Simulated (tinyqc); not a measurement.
UHF in the 6-311g basis, for H-, spin multiplicity 1, step by step. The basis has no diffuse functions, so it cannot describe the extra electron: this is an exercise in the method, not the real anion. One step of it, computed by the program tinyqc.

Problem. Iteration 2: building the Fock matrix. J_ij = sum D_kl (ij|kl) with D = D(alpha) + D(beta), K_ij = sum D_kl (ik|jl) for each spin; F = H + J - K(s); E = tr D H + tr D J / 2 - 0.5 sum_s tr D(s) K(s) + E_nn.

D(alpha) after iteration 1, order 1H 1s, 1H 2s, 1H 3s:
$$\begin{pmatrix}
0.044028 & 0.106750 & 0.084230 \\
0.106750 & 0.258823 & 0.204223 \\
0.084230 & 0.204223 & 0.161141
\end{pmatrix}$$

D(beta) after iteration 1, order 1H 1s, 1H 2s, 1H 3s:
$$\begin{pmatrix}
0.000081 & -0.003604 & 0.011556 \\
-0.003604 & 0.160096 & -0.513401 \\
0.011556 & -0.513401 & 1.646386
\end{pmatrix}$$

core Hamiltonian H = T + V (hartree), order 1H 1s, 1H 2s, 1H 3s:
$$\begin{pmatrix}
0.193252 & -0.511607 & -0.408648 \\
-0.511607 & -0.422143 & -0.397930 \\
-0.408648 & -0.397930 & -0.357384
\end{pmatrix}$$

Two-electron integrals (ij|kl) in chemists' order, unique and non-zero (hartree):
```
(11|11) 1.393035   (21|11) 0.822971   (21|21) 0.509703   (22|11) 0.822904
(22|21) 0.543028   (22|22) 0.644106   (31|11) 0.411256   (31|21) 0.257757
(31|22) 0.279868   (31|31) 0.130794   (32|11) 0.543681   (32|21) 0.365771
(32|22) 0.452669   (32|31) 0.189803   (32|32) 0.325140   (33|11) 0.494021
(33|21) 0.340115   (33|22) 0.445993   (33|31) 0.178035   (33|32) 0.331779
(33|33) 0.361682
```

nuclear repulsion = 0 hartree

Give: Coulomb J; exchange K(alpha); exchange K(beta); F(alpha); F(beta); total energy of this density.

Solution.

Coulomb J (hartree), order 1H 1s, 1H 2s, 1H 3s:
$$\begin{pmatrix}
1.212 & 0.807 & 0.418 \\
0.807 & 0.998 & 0.724 \\
0.418 & 0.724 & 0.761
\end{pmatrix}$$

exchange K(alpha) (hartree), order 1H 1s, 1H 2s, 1H 3s:
$$\begin{pmatrix}
0.565 & 0.549 & 0.388 \\
0.549 & 0.604 & 0.453 \\
0.388 & 0.453 & 0.354
\end{pmatrix}$$

exchange K(beta) (hartree), order 1H 1s, 1H 2s, 1H 3s:
$$\begin{pmatrix}
0.036 & 0.072 & 0.084 \\
0.072 & 0.178 & 0.227 \\
0.084 & 0.227 & 0.310
\end{pmatrix}$$

F(alpha) (hartree), order 1H 1s, 1H 2s, 1H 3s:
$$\begin{pmatrix}
0.840 & -0.254 & -0.378 \\
-0.254 & -0.028 & -0.127 \\
-0.378 & -0.127 & 0.050
\end{pmatrix}$$

F(beta) (hartree), order 1H 1s, 1H 2s, 1H 3s:
$$\begin{pmatrix}
1.369 & 0.223 & -0.075 \\
0.223 & 0.398 & 0.100 \\
-0.075 & 0.100 & 0.094
\end{pmatrix}$$

total energy of this density = -0.38511 hartree
